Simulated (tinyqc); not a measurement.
Peak against initial coverage: adsorption as a lattice gas: isotherms with interactions, competition, desorption peaks and saturation dose. Computed by tinyqc, a small Python program. Command: `OMP_NUM_THREADS=1 python tinyqc.py 3028148 3028149 out.jsonl adsorb walk`. One thread of a shared host (Intel(R) Xeon(R) Processor @ 2.30GHz), about 0.1 s of CPU time with the checks.

One adsorbate per site; a molecule needs 1 empty site. Gas and surface have the same temperature.

Inputs (values chosen for the exercise, for a model surface):
```
quantity                           value  unit
desorption energy E                 1.52    eV
prefactor nu                     3.7e+13   1/s
pair energy w (positive repels)    0.011    eV
neighbours z                           4     -
heating rate beta                    2.8   K/s
```

Adsorption: molecular (first order).

Constants: k_B = 8.617333262e-05 eV/K.

Method. Heating at the rate beta: d theta/dT = -(nu/beta) theta^1 exp(-[E - z w theta]/(k_B T)). Integrated numerically (relative tolerance 1e-9); T_p is the maximum of the rate.

Peak temperatures (K):
```
theta_0   w = 0  with w
0.1      534.55  533.40
0.3      534.55  531.08
0.5      534.55  528.75
0.7      534.55  526.40
0.9      534.55  524.03
```

What does the comparison show, and why?

Without interaction the peak does not move; with w it moves by -9.4 K, so repulsion in first order mimics second-order kinetics.

Extremes, crossings and ranges named in words are read from the listed rows.
